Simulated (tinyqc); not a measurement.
Polarisation charge from two barrier thicknesses.

Problem. Voff = phiB - dEc - q sigma d/(eps0 eb). Find sigma, phiB - dEc and the thickness at which Voff = 0.

Constants: q = 1.602176634e-19 C, eps0 = 8.8541878128e-14 F/cm where lengths are in cm. Results are converted to the units shown.

Voff at d = 13 and 26 nm (V): -3.0610129  -6.8440257
eb = 9.465

Solution. Voff is a straight line in d: its slope is -q sigma/(eps0 eb) and its intercept phiB - dEc.

sigma = 1.522e13 cm^-2
phiB - dEc = 0.7220 V
thickness for Voff = 0 = 2.481 nm

Numbers from tinyqc (`OMP_NUM_THREADS=1 python tinyqc.py 2180041 2180042 out.jsonl`; about 0.01 s on one thread of a shared Intel Xeon 2.30GHz).
